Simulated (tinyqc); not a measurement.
# Long-channel MOSFET, surface-potential model: effect of the temperature

n-channel transistor on a uniformly doped p-type body, gradual-channel approximation, constant mobility, Boltzmann statistics, full ionisation. Potentials are counted from the neutral body; V is the electron quasi-Fermi potential, Vsb at the source and Vsb + Vds at the drain. Charges are magnitudes per area.

Nc and Nv are given at 300 K and scale as (T/300 K)^1.5; Eg, Vfb and mu are held fixed. ni = sqrt(Nc Nv) exp(-Eg/(2 Vt)), Eg in volts; phiF = Vt ln(Na/ni); Cox = eps0 eox/tox; gamma = sqrt(2 q eps0 eps_r Na)/Cox. The surface potential psi at channel potential V solves Vgs + Vsb - Vfb - psi = gamma sqrt(G), G = psi - Vt + Vt exp((psi - 2 phiF - V)/Vt). Charge sheet: Qi = Cox gamma [sqrt(G) - sqrt(psi - Vt)]; I = mu (W/L) [integral of Qi dpsi from psi_0 to psi_L (drift) + Vt (Qi0 - QiL) (diffusion)], with psi_0 at V = Vsb and psi_L at V = Vsb + Vds. VT = Vfb + 2 phiF + gamma sqrt(2 phiF + Vsb), m = 1 + gamma/(2 sqrt(2 phiF + Vsb)). The swing is 20 mV/log10[I(VT - 0.14 V)/I(VT - 0.16 V)] of the charge-sheet current at the given Vds.

Inputs (values chosen for the exercise); material values close to those of silicon:
- Eg = 1.11 eV (band gap)
- eps_r = 11.8 (relative permittivity of the semiconductor)
- Nc = 2.78e19 cm^-3 (conduction-band density of states at the reference temperature)
- Nv = 2.63e19 cm^-3 (valence-band density of states at the reference temperature)
- Na = 1e17 cm^-3 (acceptor density of the body)
- eox = 8.97 (relative permittivity of the gate insulator)
- tox = 37 nm (insulator thickness)
- Vfb = -0.35 V (flat-band voltage)
- mu = 620 cm^2/(V s) (channel mobility)
- W = 20 um (gate width)
- L = 5 um (gate length)
- Vsb = 0.5 V (source-body reverse bias)
- Vgs = 1.9 V (gate-source voltage)
- Vds = 0.5 V (drain-source voltage)

Constants: q = 1.602176634e-19 C, kB = 1.380649e-23 J/K, Vt = kB T/q, eps0 = 8.8541878128e-14 F/cm where lengths are in cm. Results are converted to the units shown.

The same in every row: gamma (V^0.5) = 0.8524.

Result of one run:
```
T (K)  VT (V)      m  swing (mV/decade)  I at Vgs, Vds (uA)
340     1.382  1.378              96.06               34.10
```

What becomes of these results when the temperature T is changed from 340 to 310 K, all else the same?

Result of the changed run:
```
T (K)  VT (V)      m  swing (mV/decade)  I at Vgs, Vds (uA)
310     1.433  1.373              86.91               27.72
```

The whole series:
```
T (K)  VT (V)      m  swing (mV/decade)  I at Vgs, Vds (uA)
220     1.579  1.358              60.50               13.12
250     1.532  1.363              69.15               17.26
280     1.483  1.368              77.94               22.11
310     1.433  1.373              86.91               27.72
340     1.382  1.378              96.06               34.10
370     1.329  1.384              105.4               41.28
400     1.276  1.390              115.0               49.26
```

As T goes from 220 to 400 K, VT falls from 1.58 to 1.28 V, the swing rises from 60.5 to 115 mV a decade and the current rises from 13.1 to 49.3 uA. The swing is 2.0 % above m Vt ln 10 in the first row and 4.3 % above it in the last. In every row the mobility is held fixed, though a real channel mobility changes with T and would alter the trend of the current.

Program tinyqc, `OMP_NUM_THREADS=1 python tinyqc.py 2360020 2360021 out.jsonl`; Intel Xeon 2.30GHz, shared host, one thread, about 0.04 s.
